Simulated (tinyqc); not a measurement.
Inside a calculation. Model: longitudinal sound in a periodic multilayer: transfer matrices, stop bands and folded phonons. Computed by tinyqc, a small Python program that keeps every step. Command: `OMP_NUM_THREADS=1 python tinyqc.py 3022885 3022886 out.jsonl multilayer walk`. One thread of a shared host (Intel(R) Xeon(R) Processor @ 2.30GHz), about 0.01 s of CPU time with the checks. Intermediate numbers are printed to about 5 digits and carried at full precision; extremes and crossings named in words are read from the listed rows.

Layers 1 and 2 repeat with period d = d_1 + d_2; waves travel normal to the layers, without loss. State vector (u, s): displacement u and stress divided by omega. Impedances Z = rho v are in 1e6 kg/(m^2 s).

Inputs (values chosen for the exercise, modelled on silica (layer 1), tungsten (layer 2) and silicon (substrate)): density rho_1 = 2.17 g/cm^3; velocity v_1 = 5930 m/s; thickness d_1 = 153 nm; density rho_2 = 19.5 g/cm^3; velocity v_2 = 5270 m/s; thickness d_2 = 134 nm; substrate density = 2.28 g/cm^3; substrate velocity = 8320 m/s; periods N = 20; frequency f = 15.4 GHz.

## Impedances, mean velocity and Bragg frequency

Z = rho v; interface reflection r = (Z_2 - Z_1)/(Z_2 + Z_1) (stress amplitude, from 1 into 2); Bragg frequency f_B = 1/[2 (d_1/v_1 + d_2/v_2)]; long-wave velocity v_eff = d/sqrt[(d_1/v_1)^2 + (d_2/v_2)^2 + (Z_1/Z_2 + Z_2/Z_1)(d_1/v_1)(d_2/v_2)].

Z_1 = 12.8681

Z_2 = 102.765

Z of the substrate = 18.9696

interface reflection r = 0.77743

Bragg frequency f_B = 9.7603 GHz

long-wave velocity v_eff = 3523.8 m/s

## Transfer matrix of one period

A layer maps (u, s) by [[cos p, sin p/Z], [-Z sin p, cos p]], p = 2 pi f d_i/v_i; one period is M = M_2 M_1, and cos(q d) = trace(M)/2.

phase p_1 = 2.4965 rad

phase p_2 = 2.4603 rad

M:
$$\begin{pmatrix}
0.57329 & -0.041191 \\
57.724 & -2.4032
\end{pmatrix}$$

trace(M)/2 = -0.91494

|trace/2| < 1: f lies in a pass band, with q d = 2.7262 rad (folded into 0 to pi).

## Transmission through N periods

For N periods A = M^N. A wave comes from a thick layer of material 1 and leaves into the substrate (Z_s): transmitted power T = 4 Z_1 Z_s/|Z_1 A_22 + Z_s A_11 - i (Z_1 Z_s A_12 - A_21)|^2, reflected power R = 1 - T.

A = M^N:
$$\begin{pmatrix}
-3.7522 & 0.091701 \\
-128.51 & 2.8741
\end{pmatrix}$$

transmitted power T = 0.040791

T in decibel = -13.894 dB

## The first stop band

Gap m contains m f_B; its edges, where trace(M)/2 = (-1)^m, are found by root search. Weak-contrast estimate of the width: (4 f_B/pi) |r sin(m pi a)|, a = (d_1/v_1)/(d_1/v_1 + d_2/v_2).

lower edge = 4.2267 GHz

upper edge = 15.293 GHz

width/f_B = 113.38 %

transmitted power at f_B = 4.7765e-36

Caution: so small a transmitted power at f_B holds only for perfect layers and strictly normal incidence.

## The first four gaps

The formulas are those given above.

Stop bands (GHz):
```
m  lower edge  upper edge   width  weak-contrast estimate
1       4.227      15.293  11.066                  9.6607
2      19.410      19.632   0.222                  0.2216
3      23.750      34.808  11.058                  9.6556
4      38.821      39.264   0.443                  0.4431
```

With a = 0.504, gap 1 is the widest and gap 2 the narrowest: the layers are near a quarter wave each at f_B, so the even gaps almost close. The weak-contrast estimate misses the first width by -12.7 % at |r| = 0.78. Odd gaps open at the edge of the folded zone (q = pi/d), even ones at its centre.

## Mirror strength against the number of periods

The formulas are those given above.

Transmitted power:
```
N     T at f_B  T at f_B (dB)    T at f
1     0.088338        -10.539   0.19544
2    0.0014491        -28.389  0.063377
3   2.2743e-05        -46.432  0.038347
4   3.5668e-07        -64.477  0.034125
6   8.7727e-11        -100.57  0.082593
8   2.1577e-14        -136.66   0.58663
12  1.3053e-21        -208.84  0.036065
16  7.8959e-29        -281.03   0.24161
24  2.8895e-43        -425.39   0.12465
```

At f_B each further period removes 18.05 dB at large N, which is 20 log10 of the impedance ratio, 18.05 dB, as for a quarter-wave stack; 99 % reflection needs N = 2 among these rows. At f, in a pass band, T does not decay with N. Values below about 1e-6 belong to the ideal stack: roughness and scattering into other modes, left out here, set a floor in a real one.

Checks made by the program: trace against Rytov's formula cos p_1 cos p_2 - (1/2)(Z_1/Z_2 + Z_2/Z_1) sin p_1 sin p_2 (relative difference below 1e-10).
